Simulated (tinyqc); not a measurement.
Barrier width: Kronig-Penney superlattice by transfer matrices.

Wells (width a, potential 0, mass mw) alternate with barriers (width b, height V0, mass mb); period d = a + b; c = hbar^2/2m0. The vector (psi, psi'/m) is continuous, and a layer of thickness t carries it by M = [[cos kt, (m/k) sin kt], [-(k/m) sin kt, cos kt]] with k = sqrt(m (E - V)/c); for E < V, k = i kappa gives [[cosh, (m/kappa) sinh], [(kappa/m) sinh, cosh]] of kappa t. A Bloch state obeys cos(q d) = tr(Mb Mw)/2.

Constants: hbar^2/2m0 = 3.80998211 eV angstrom^2.

Parameters, chosen for this exercise (near those of the light valleys of a Si film between layers of SiO2; shifted at random, so the results belong to these values and not to a real crystal): a = 12 angstrom (well width); V0 = 3.049 eV (barrier height); mw = 0.188 m0 (mass in the wells); mb = 0.501 m0 (mass in the barriers); bs = (3, 4.5, 6, 7.8, 9.6, 12, 15) angstrom (barrier widths).

First miniband against b. m_z = -2 c f'/d^2 with f = tr M/2 at the bottom of the band. E1 is the level of the single well, kappa1 its decay constant in the barrier.

First miniband:
```
b (angstrom)  bottom (eV)  top (eV)  W (meV)    ln W  m_z (m0)
3.0                0.3989    0.6233    224.4   5.413     0.391
4.5                0.4569    0.5503    93.45   4.537     0.681
6.0                0.4824    0.5216    39.14   3.667      1.28
7.8                0.4947    0.5085    13.80   2.625      2.89
9.6                0.4991    0.5040    4.869   1.583      6.77
12.0               0.5010    0.5022    1.214   0.194      21.9
15.0               0.5015    0.5017   0.2138  -1.542      97.8
```

E1 = 0.5016 eV
kappa1 = 0.5788 1/angstrom

W falls from 224.4 to 0.21 meV, and both edges close in on E1. The slope of ln W is -0.5840 per angstrom over the first two rows and -0.5788 over the last two, against -kappa1 = -0.5788: the width follows one power of the tunnelling amplitude once the wells couple weakly. m_z grows by a factor 250.1. Layers under about 10 angstrom are at the limit of envelope theory.

Computed by tinyqc, a small Python program: `OMP_NUM_THREADS=1 python tinyqc.py 1282306 1282307 out.jsonl` (the numbers bound the seed that draws the inputs); one thread of a shared host (Intel(R) Xeon(R) Processor @ 2.30GHz), about 0.04 s for the whole set of steps.
